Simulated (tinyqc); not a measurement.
Rigid-ion and shell models of the dielectric response of an ionic crystal: one step, computed by the program tinyqc.

Charges +Z and -Z; 4 nearest neighbours, Madelung constant M = 1.638055, volume per ion pair Omega = 3.079201 d^3. Energy per pair U = -M Z^2 e2/d + 4 A exp(-d/rho), e2 = e^2/(4 pi eps_0). In the shell model the anion is a core of charge Y - Z and a massless shell of charge -Y, joined by the spring k; the repulsion acts on the shell. Each ion feels the Lorentz field E + (4 pi/3) P (Gaussian units).

Question. Shell model: electronic response. Eliminating the shell gives the anion polarisability alpha_- = Y^2 e2/(k + R), the Szigeti charge Z_S = Z - Y R/(k + R) and the softened spring R' = k R/(k + R). With b = 4 pi (alpha_+ + alpha_-)/(3 Omega): eps_inf = (1 + 2b)/(1 - b) (Clausius-Mossotti); Born charge Z* = Z_S (eps_inf + 2)/3.

Inputs (values chosen for the exercise, for a model crystal):
```
quantity,value,unit
ionic charge Z,1,e
shell charge size Y,2.91,e
core-shell spring k,66.1,eV/angstrom^2
cation polarisability alpha_+,0.54,angstrom^3
```

Structure: zinc blende.

repulsive spring R = 4.473413 eV/angstrom^2

volume Omega = 54.12004 angstrom^3

Constants: e^2/(4 pi eps_0) = 14.39964548 eV angstrom.

Give: anion polarisability alpha_-; Szigeti charge Z_S; softened spring R'; b; eps_inf; Born charge Z*.

Answer.

anion polarisability alpha_- = 1.728 angstrom^3

Szigeti charge Z_S = 0.8155 e

softened spring R' = 4.190 eV/angstrom^2

b = 0.1755

eps_inf = 1.639

Born charge Z* = 0.9892 e

Overlap pushes the shell back and lowers the effective charge to 82 % of Z; the local field then raises the Born charge to 99 % of Z.
